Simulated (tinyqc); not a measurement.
# Changing the sticking coefficient s

Model: ion-assisted plasma etching: sheath, surface coverage, synergy and aspect-ratio dependence. Computed by tinyqc, a small Python program. Command: `OMP_NUM_THREADS=1 python tinyqc.py 3008115 3008116 out.jsonl etch sweep`. One thread of a shared host (Intel(R) Xeon(R) Processor @ 2.30GHz), about 0.01 s of CPU time with the checks.

Radicals adsorb on bare sites; ions remove covered sites with a high yield and bare sites by sputtering; a slow spontaneous reaction acts everywhere, walls included.

Inputs (values chosen for the exercise, close to those used for silicon in a halogen plasma):
```
quantity                                value       unit
plasma density n_e                    8.1e+10     1/cm^3
electron temperature T_e                  3.5         eV
ion mass M_i                               71          u
sheath voltage V                           95          V
radical density n                     1.8e+14     1/cm^3
radical mass M_n                         35.5          u
gas temperature T_g                       600          K
radicals per removed unit x                 2          -
yield slope b                            0.31  eV^(-1/2)
threshold E_th                             21         eV
sputter slope b_p                        0.02  eV^(-1/2)
sputter threshold E_p                      36         eV
spontaneous reaction probability k_c  0.00014          -
solid density N                         5e+22     1/cm^3
ion temperature T_i                      0.67         eV
aspect ratio A                             25          -
```

Feature: long trench.

Constants: e = 1.602176634e-19 C; u = 1.6605390666e-27 kg; k_B = 1.380649e-23 J/K; eps_0 = 8.8541878128e-12 F/m.

Method:
- Bohm speed u_B = sqrt(e T_e/M_i); ion flux G_i = 0.61 n_e u_B; radical flux G_n = n c/4 with c = sqrt(8 k_B T_g/(pi M_n)).
- Debye length lambda_D = sqrt(eps_0 T_e/(e n_s)) with n_s = 0.61 n_e, T_e in volts; Child-law sheath d = (sqrt2/3) lambda_D (2 V/T_e)^(3/4); ion energy E = V + T_e/2; angular spread = arctan(sqrt(T_i/E)).
- Yields: Y = b (sqrt(E) - sqrt(E_th)) on covered sites, Y_p = b_p (sqrt(E) - sqrt(E_p)) on bare ones (zero below threshold).
- Steady coverage: s G_n (1 - theta) = x Y G_i theta; removal flux = Y G_i theta + Y_p G_i (1 - theta) + k_c G_n; rate = flux/N, 1 cm/s = 6e8 nm/min.
- Lateral rate = k_c G_n/N; anisotropy = 1 - lateral/vertical; synergy = vertical/(ions alone + radicals alone), with ions alone Y_p G_i/N and radicals alone the lateral rate.
- Transmission of a long trench, rough form: K = (1 + ln(1 + A))/(1 + A + ln(1 + A)), walls that scatter diffusely without loss. With a loss probability S = s (1 - theta) at the floor, G_b/G_n = K/(K + S - K S); theta follows G_b, and the two are solved together. Ions are taken to reach the floor unshadowed; G_b replaces G_n in every term of the rate; A is depth over width.

One run for each value:
```
sticking coefficient s  vertical rate (nm/min)  coverage theta  floor rate over open-field rate  G_b/G_n
0.010                                   101.55         0.43405                          0.98249  0.96739
0.019                                   133.45         0.59303                          0.98188  0.95545
0.037                                   162.83         0.73943                          0.98464  0.94425
0.072                                   184.35         0.84667                          0.98884  0.93586
0.140                                   198.02         0.91480                          0.99254  0.93041
0.270                                   205.87         0.95393                          0.99505  0.92724
0.520                                   210.21         0.97554                          0.99657  0.92547
1.000                                   212.53         0.98713                          0.99742  0.92451
```

Over the rows, vertical rate (nm/min) rises from 102 to 213 (exponent d ln y / d ln x 0.43 between the first rows and 0.017 between the last); coverage theta rises from 0.434 to 0.987 (exponent d ln y / d ln x 0.49 between the first rows and 0.018 between the last); floor rate over open-field rate goes from 0.982 through a minimum among these rows, 0.982 at 0.0190, to 0.997. A stickier floor draws the radical supply down, which adds lag, until the coverage saturates and the rate depends less on the supply.

Caution (all rows): at this aspect ratio many ions strike the walls, so ion shadowing, left out here, adds to the lag. Caution (all rows): the trench transmission is an interpolation between the limits 1 and ln(A)/A, good to tens of per cent.

Extremes, crossings and ranges named in words are read from the listed rows.
